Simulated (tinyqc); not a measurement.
Narrowing from the saturation current.

Question. A uniform n-type emitter has J0 = (q p0 D/L)(s + tanh(W/L))/(1 + s tanh(W/L)), D = mup Vt, s = S L/D, and p0 = (ni^2/N) exp(dE_app/kB T), where dE_app = dEg + kB T ln[(N/Nc) exp(-eta)]. Find p0, dE_app and dEg.

Inputs (values chosen for the exercise); band and dielectric values those of a made-up semiconductor: temperature T = 300 K; conduction-band density of states at 300 K Nc = 1.27e19 cm^-3; ionised donor density N = 3e18 cm^-3; minority-hole mobility mup = 120 cm^2/(V s); emitter width W = 48 nm; recombination velocity at the contact S = 1.4e5 cm/s.

Constants: q = 1.602176634e-19 C, kB = 1.380649e-23 J/K, Vt = kB T/q. Results are converted to the units shown.

J0 = 4.4171720e8 fA/cm^2
L = 6386.6793 nm
ni = 2.5110797e12 cm^-3
converged eta = -1.3597474

Solution. J0 gives p0, its ratio to ni^2/N gives dE_app, and the degeneracy term is taken off.

p0 = 2.40e7 cm^-3
dE_app = 62.9 meV
dEg = 65.1 meV

Computed by the program tinyqc: `OMP_NUM_THREADS=1 python tinyqc.py 2330171 2330172 out.jsonl`, one thread of a shared Intel Xeon 2.30GHz, about 0.01 s for the whole run.
